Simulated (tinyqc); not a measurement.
## Voltage drop against the resistance from a pad node to the supply

A grid of 17 by 17 nodes with segments Rx (rows) and Ry (columns); every node draws I1 and the central node kh I1; pads with resistance Rp sit at the nodes whose row and column are multiples of the pitch, counting from 0. The drops u = Vdd - V follow from G u = i, with G the conductance matrix and i the load currents, solved directly. Here the pitch is 4.

Inputs (values chosen for the exercise): supply voltage Vdd = 0.8 V; resistance of a horizontal segment Rx = 0.62 ohm; resistance of a vertical segment Ry = 1.1 ohm; factor on the load at the hot node kh = 1; load current of a node in the large grid I1 = 0.19 mA.

Result of one run:

| pads | worst drop (mV) | mean drop (mV) | largest drop at a pad (mV) | largest pad current (mA) | worst drop over Vdd (%) |
|---|---|---|---|---|---|
| 25 | 1.065 | 0.7912 | 0.2449 | 2.950 | 0.1332 |

Which resistance from a pad node to the supply Rp gave this result: 0.083, 0.33, 0.66 or 1.3 ohm?

Rp = 0.083 ohm.

The whole series:

| Rp (ohm) | pads | worst drop (mV) | mean drop (mV) | largest drop at a pad (mV) | largest pad current (mA) | worst drop over Vdd (%) |
|---|---|---|---|---|---|---|
| 0.041 | 25 | 0.9520 | 0.6930 | 0.1220 | 2.975 | 0.1190 |
| 0.083 | 25 | 1.065 | 0.7912 | 0.2449 | 2.950 | 0.1332 |
| 0.17 | 25 | 1.295 | 0.9930 | 0.4932 | 2.901 | 0.1618 |
| 0.33 | 25 | 1.702 | 1.360 | 0.9310 | 2.821 | 0.2127 |
| 0.66 | 25 | 2.505 | 2.106 | 1.781 | 2.699 | 0.3131 |
| 1.3 | 25 | 3.997 | 3.536 | 3.326 | 2.559 | 0.4996 |
| 2.6 | 25 | 6.934 | 6.413 | 6.312 | 2.428 | 0.8668 |

The worst drop rises from 0.952 to 6.93 mV and the mean drop rises from 0.693 to 6.41 mV. The worst drop goes as Rp^(0.16) between the first two rows and Rp^(0.80) between the last two. The central node is itself a pad.

Program tinyqc, `OMP_NUM_THREADS=1 python tinyqc.py 2770108 2770109 out.jsonl`; Intel Xeon 2.30GHz, shared host, one thread, about 0.1 s.
